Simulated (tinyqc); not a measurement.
X-ray photoelectron analysis of a thin oxide on a semiconductor: attenuation lengths, thickness, angle series and band offsets. From ratio R back to oxide thickness d. Computed by tinyqc, a small Python program. Command: `OMP_NUM_THREADS=1 python tinyqc.py 3111853 3111854 out.jsonl xps inv`. One thread of a shared host (Intel(R) Xeon(R) Processor @ 2.30GHz), about 0.01 s of CPU time with the checks.

The same element is seen in the oxide and in the substrate, at nearly the same kinetic energy; films are flat and uniform, and the work function is ignored.

Inputs (values chosen for the exercise, modelled on SiO2 on 4H-SiC):

| quantity | value | unit |
|---|---|---|
| photon energy | 1486.6 | eV |
| binding energy of the core level | 100.5 | eV |
| oxide density | 2.21 | g/cm^3 |
| oxide formula mass | 60.08 | g/mol |
| valence electrons per oxide formula | 16 | - |
| oxide gap | 8.81 | eV |
| substrate density | 3.21 | g/cm^3 |
| substrate formula mass | 40.1 | g/mol |
| valence electrons per substrate formula | 8 | - |
| substrate gap | 3.26 | eV |
| emission angle from the normal | 30 | degrees |
| attenuation length over inelastic mean free path | 0.87 | - |
| carbon overlayer | 0.96 | nm |

Method:
- TPP-2M: lambda = E/(E_p^2 [b ln(c E) - C/E + D/E^2]) in angstrom, E_p = 28.8 sqrt(N_v rho/M), b = -0.10 + 0.944/sqrt(E_p^2 + E_g^2) + 0.069 rho^0.1, c = 0.191/sqrt(rho), U = N_v rho/M, C = 1.97 - 0.91 U, D = 53.4 - 20.8 U, with E = photon energy less binding energy in eV.
- Attenuation length L = factor x lambda.
- R_0 = (rho_o/M_o) L_o/((rho_s/M_s) L_s); peak ratio R = I_ox/I_sub = R_0 [exp(d/(L_o cos theta)) - 1]; hence d = L_o cos theta ln(1 + R/R_0). A carbon layer weakens both peaks alike, by exp(-d_C/(L_o cos theta)) if its L is taken equal to L_o. This R_0 leaves out intrinsic losses from the substrate peak, so calibrated values can be larger.

Problem. A run gave the result below. Find the oxide thickness d, known to lie between 2.6 and 7.4 nm.

ratio R = 1.681943

Solution.

Each step takes the trial c = (a f_b - b f_a)/(f_b - f_a), f being the result less the target and a, b, c the logarithms of the listed values; c replaces end b, the old b replaces a if the sign of f changed, and otherwise f_a is halved.

Scan of the range:

| oxide thickness d (nm) | ratio R |
|---|---|
| 2.60 | 0.87770 |
| 3.10 | 1.15622 |
| 3.68 | 1.54533 |
| 4.39 | 2.14034 |
| 5.22 | 3.04744 |
| 6.22 | 4.54641 |
| 7.40 | 7.12381 |

False position (Illinois rule, in the logarithm of the input) inside the bracket:

| step | end a | end b | trial | ratio R |
|---|---|---|---|---|
| 1 | 3.68000 | 4.39000 | 3.83212 | 1.66089 |
| 2 | 4.39000 | 3.83212 | 3.85506 | 1.67884 |
| 3 | 4.39000 | 3.85506 | 3.86175 | 1.68411 |
| 4 | 3.85506 | 3.86175 | 3.85900 | 1.68194 |
| 5 | 3.86175 | 3.85900 | 3.85900 | 1.68194 |
| 6 | 3.86175 | 3.85900 | 3.85900 | 1.68194 |
| 7 | 3.85900 | 3.85900 | 3.85900 | 1.68194 |

Ratio R rises at every point of a 13-point scan of the range (every second point is shown), so one value fits; it is bracketed by 3.68 and 4.39. Answer: oxide thickness d = 3.859 nm.
